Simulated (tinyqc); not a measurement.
Worked calculation: kinetics of strain relaxation and threading dislocations in mismatched semiconductor layers. Computed by tinyqc, a small Python program that keeps every step. Command: `OMP_NUM_THREADS=1 python tinyqc.py 3003017 3003018 out.jsonl threading walk`. One thread of a shared host (Intel(R) Xeon(R) Processor @ 2.30GHz), about 0.01 s of CPU time with the checks. Intermediate numbers are printed to about 5 digits and carried at full precision; extremes and crossings named in words are read from the listed rows.

60-degree dislocations on {111} planes of a (001) layer, isotropic elasticity. The Schmid factor is 1/sqrt(6), and a misfit segment relieves strain with b/2.

Inputs (values chosen for the exercise, for a model layer): misfit f = 0.0467; shear modulus G = 49.5 GPa; Poisson ratio nu = 0.26; Burgers vector b = 4 angstrom; glide activation energy Q = 1.79 eV; velocity prefactor v0 = 21000 m/s per MPa; layer thickness h = 12 nm; anneal temperature T = 668 K; anneal time t = 950 s; initial thread density rho_0 = 2.9e+06 1/cm^2; multiplication constant delta = 15000 1/m; grading rate (misfit per thickness) R_f = 0.0015 1/micrometre; growth temperature of the buffer T_g = 752 K; growth rate R_g = 0.28 nm/s; reaction radius r_A = 75 nm; final thickness of a thick uniform layer H = 0.98 micrometre; aspect ratio of a trench = 1.6.

Sources: fixed density of threads.

Constants: k_B = 8.617333262e-05 eV/K.

## Excess stress and glide velocity at the start

Excess resolved stress tau = (1/sqrt 6) [2 G (1 + nu)/(1 - nu)] (e - e_eq), e_eq = b (1 - nu/4) [ln(h/b) + 1]/(4 pi (1 + nu) h), the Matthews-Blakeslee strain of an uncapped layer; glide velocity v = v0 tau exp(-Q/(k_B T)), tau in MPa.

equilibrium strain e_eq = 0.0086632

excess stress tau = 2617.6 MPa

mobility v/tau = 6.5679e-10 m/s per MPa

initial velocity = 1.7192 micrometre/s

The layer carries 5.4 times its equilibrium strain. In the anneal time a thread would run 1600 micrometre at this speed. Caution: at stresses above about 1 GPa the linear velocity law understates glide, as stress lowers the kink barrier. Caution: at such misfit the layer islands and relaxes during the first nanometres, so a uniform strained start is an idealisation.

## Relaxation in the anneal

Threads run in two directions, so de/dt = -(b/4) rho v, with rho fixed. With x = e - e_eq, x0 = f - e_eq (fully strained at t = 0) and v = m S x (m the mobility, S x = tau): x = x0 exp(-t/t_r), t_r = 4/(b rho_0 m S). The half time is that at which x = x0/2.

strain left e = 0.042247

share of the excess strain relieved = 11.708 %

thread density = 2.90e+06 1/cm^2

half time = 5288.2 s

Relaxation is under way. The misfit lines laid down are 0.045 micrometre apart. Caution: blocking of threads by crossing misfit lines, left out here, leaves real layers with more strain.

## Anneal temperature

The formulas are those given above.

After the time t:
```
T (K)  first velocity (micrometre/s)  relieved (%)  threads (1/cm^2)  half time (s)
611                       9.4508e-02         0.682          2.90e+06     9.6197e+04
634                       3.2441e-01         2.322          2.90e+06     2.8024e+04
660                       1.1793e+00         8.187          2.90e+06     7.7090e+03
682                       3.2550e+00        21.003          2.90e+06     2.7931e+03
707                       9.5562e+00        49.950          2.90e+06     9.5136e+02
724                       1.9050e+01        74.837          2.90e+06     4.7724e+02
748                       4.7829e+01        96.870          2.90e+06     1.9008e+02
787                       1.8939e+02       100.000          2.90e+06     4.8005e+01
```

The half time follows exp(Q/(k_B T)), a decade for each 55 K near 707 K. Relief goes from 21 % at 682 K to 74.8 % at 724 K: with a fixed density the onset is gradual, and more threads relax the layer sooner. Caution: rows with more than 50 % relieved leave out blocking by crossing misfit lines, which slows real layers.

## Graded buffer

In steady grading, strain is fed at R_f R_g and relieved at (b/4) rho v. As a glide-limited estimate, the driving stress is taken as the mean stress of the strained top zone, whose depth z solves R_f z/2 = e_eq(z), with strain R_f z at the surface; tau_g = S R_f z/2 is its mean; then rho = 4 R_f R_g/(b m tau_g), m = v0 exp(-Q/(k_B T_g)), S = (1/sqrt 6) 2 G (1 + nu)/(1 - nu), e_eq(z) = b (1 - nu/4) [ln(z/b) + 1]/(4 pi (1 + nu) z).

depth z of the strained zone = 506.44 nm

stress tau_g = 26.139 MPa

thread density of the buffer = 7.5862e+05 1/cm^2

buffer thickness f/R_f = 31.133 micrometre

Raising T_g by 50 K would lower this density by a factor 5.6: fast glide lets few threads do the work.

## Thick uniform layer and trapping in a trench

A separate case, a thick relaxed layer. Pair reactions during growth: d rho/dh = -K rho^2 with K = 2 r_A tan(psi) and threads inclined by psi = 45 degrees (the <110> lines of {111} planes), so rho = 1/(K H) for a layer that starts with far more threads than that, as highly mismatched layers do. In a trench along [110] a thread on {111} rises at 54.74 degrees across the width, and leaves through the wall below the height w tan(54.74 degrees) = sqrt(2) w; the share of threads, evenly spread over the floor, that reach the top is max(0, 1 - a/sqrt 2) for the aspect ratio a.

thread density at H = 6.8027e+08 1/cm^2

share that reaches the top = 0

The trench traps all threads that cross it; those that run along it are not trapped. Thickness alone needs 670 micrometre for 1e6 /cm^2.

Checks made by the program: strain against numerical integration (relative difference below 1e-10).
